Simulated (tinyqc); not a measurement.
What each parameter does: optical transitions of a finite quantum well.

Each carrier sees a square well of width L with its own depth V and masses m (inside), mb (outside); c = hbar^2/2m0, k = sqrt(m E/c), kappa = sqrt(mb (V - E)/c), and level n solves k L + 2 atan[(k/m)/(kappa/mb)] = n pi. The envelope is cos(kz) for odd n and sin(kz) for even n inside, joins exp(-kappa (|z| - L/2)) outside, and is normalised to 1. Excitons and band mixing are left out.

Constants: hbar^2/2m0 = 3.80998211 eV angstrom^2; hc = 1239.841984 eV nm.

Inputs chosen for the exercise (near those of an InGaAs well in InAlAs; the results hold for these values, not for the real material):
- L = 87 angstrom (well width)
- Eg = 0.801 eV (gap of the well)
- Vc = 0.533 eV (conduction offset)
- Vv = 0.214 eV (valence offset)
- me = 0.0412 m0 (electron, well)
- meb = 0.0736 m0 (electron, barrier)
- mh = 0.393 m0 (heavy hole along z, well)
- mhb = 0.407 m0 (heavy hole, barrier)
- ml = 0.0507 m0 (light hole along z, well)
- mlb = 0.0925 m0 (light hole, barrier)

Edge wavelength hc/(Eg + e1 + hh1), squared overlap of e1 and hh1, and the confinement energies.

One parameter was then changed.

Results before and after:

| case | edge (nm) | overlap^2 | e1 (meV) | hh1 (meV) |
|---|---|---|---|---|
| base | 1422.1 | 0.9766 | 61.4 | 9.4 |
| changed | 1420.2 | 0.9819 | 61.4 | 10.6 |

Which of these changes was made? (a) Eg = 0.817 eV; (b) meb = 0.0883 m0; (c) Vc = 0.613 eV; (d) me = 0.0453 m0; (e) L = 96 angstrom; (f) Vv = 0.257 eV; (g) mh = 0.334 m0.

Answer: (g) mh = 0.334 m0. Of the candidates, run in turn, only this one gives the changed row.

All candidates:

| case | edge (nm) | overlap^2 | e1 (meV) | hh1 (meV) |
|---|---|---|---|---|
| base | 1422.1 | 0.9766 | 61.4 | 9.4 |
| L = 96 angstrom | 1438.0 | 0.9791 | 53.3 | 7.9 |
| Eg = 0.817 eV | 1396.4 | 0.9766 | 61.4 | 9.4 |
| Vc = 0.613 eV | 1418.1 | 0.9813 | 63.9 | 9.4 |
| Vv = 0.257 eV | 1421.7 | 0.9725 | 61.4 | 9.7 |
| me = 0.0453 m0 | 1426.5 | 0.9808 | 58.7 | 9.4 |
| mh = 0.334 m0 | 1420.2 | 0.9819 | 61.4 | 10.6 |
| meb = 0.0883 m0 | 1426.6 | 0.9746 | 58.6 | 9.4 |

Program tinyqc; command `OMP_NUM_THREADS=1 python tinyqc.py 1280595 1280596 out.jsonl`; about 0.1 s on one thread of a shared Intel(R) Xeon(R) Processor @ 2.30GHz.
